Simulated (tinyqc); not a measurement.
# Changing the trap density Q_t

Model: grain-boundary trapping model (Seto) of a polycrystalline semiconductor film. Computed by tinyqc, a small Python program. Command: `OMP_NUM_THREADS=1 python tinyqc.py 3015506 3015507 out.jsonl poly sweep`. One thread of a shared host (Intel(R) Xeon(R) Processor @ 2.30GHz), about 0.01 s of CPU time with the checks.

Grains of equal size L are joined by thin boundaries with one trap level. Trapped carriers deplete a width W on each side and raise a barrier, crossed by thermionic emission. Dopants are fully ionised, statistics are non-degenerate and mu_g does not depend on T.

Inputs (values chosen for the exercise, modelled on polycrystalline silicon):
```
quantity                                     value    unit
permittivity eps                              11.7       -
effective mass m                              0.31     m_0
effective density of states at 300 K, N_c  2.8e+19  1/cm^3
grain size L                                    31      nm
trap level E_t below the band edge            0.44      eV
doping N                                   6.3e+17  1/cm^3
temperature T                                  300       K
```

Grain interior: neglected.

Constants: k_B = 8.617333262e-05 eV/K; e = 1.602176634e-19 C; eps_0 = 8.8541878128e-12 F/m; m_0 = 9.1093837015e-31 kg; k_B = 1.380649e-23 J/K.

Method:
- N_c(T) = N_c (T/300 K)^(3/2). Filled traps Q = Q_t/(1 + (1/2) exp((E_t* - E_F)/k_B T)), where E_t* = e V_B - E_t and E_F are counted from the band edge at the grain centre. Partial depletion: Q = 2 N W, V_B = e N W^2/(2 eps eps_0), E_F = k_B T ln(N/N_c); solve for W. If that W would exceed L/2 the grain is fully depleted: W = L/2, Q = N L, and E_F follows from the trap equation. Centre density n_0 = N_c exp(E_F/k_B T).
- Boundary: sigma_b = L e^2 n_0 exp(-e V_B/k_B T)/sqrt(2 pi m k_B T); rho = 1/sigma_b. Mean carrier density n_av = n_0 [(1 - 2W/L) + (2W/L) (sqrt(pi)/2) erf(y)/y], y = sqrt(e V_B/k_B T); effective mobility 1/(e n_av rho).
- E_a = d ln(rho)/d(1/k_B T) from T - 5 K and T + 5 K; temperature coefficient d ln(rho)/dT.

One run for each value; columns: (1) trap density Q_t (1/cm^2); (2) resistivity rho (ohm cm); (3) barrier V_B (V); (4) effective mobility (cm^2/(V s)); (5) activation energy E_a (eV):
```
(1)              (2)      (3)     (4)          (5)
1.60e+11  1.7628e-02  0.00079  562.49  -1.2138e-02
2.60e+11  1.8529e-02  0.00207  536.56  -1.0849e-02
4.10e+11  2.0876e-02  0.00516  480.90  -7.7650e-03
6.50e+11  2.8236e-02  0.01296  368.63   4.2041e-05
1.00e+12  5.6040e-02  0.03069  207.23   1.7766e-02
1.60e+12  3.5698e-01  0.07855   46.91   6.5677e-02
2.60e+12  6.2818e+03  0.11704   15.07   4.6585e-01
4.10e+12  2.0845e+04  0.11704   15.07   4.6585e-01
6.50e+12  4.4147e+04  0.11704   15.07   4.6585e-01
```

What does the table show, and why?

Over the rows, resistivity rho (ohm cm) rises from 0.0176 to 44100 (exponent d ln y / d ln x 0.10 between the first rows and 1.6 between the last); barrier V_B (V) rises from 7.86e-4 to 0.117, flat over part of the range; effective mobility (cm^2/(V s)) falls from 562 to 15.1, flat over part of the range. At the low end the exponent of barrier V_B is 2.00, close to 2: V_B = e Q_t^2/(8 eps eps_0 N). At the high end the exponent of barrier V_B is 0.00, close to 0: the barrier is set by N and L, or pinned by the trap level. Lowering Q_t, as passivation does, from the last row to the first cuts rho by 6.4 decades.

Caution (rows 1.60e11, 2.60e11, 4.10e11, 6.50e11, 1.00e12): e V_B is below 2 k_B T, where the depletion approximation fails and the mean density does not balance the trapped charge. Caution (rows 1.60e11, 2.60e11, 4.10e11, 6.50e11, 1.00e12): the barrier is below 2 k_B T, so scattering inside the grains, left out here, also limits the real mobility.
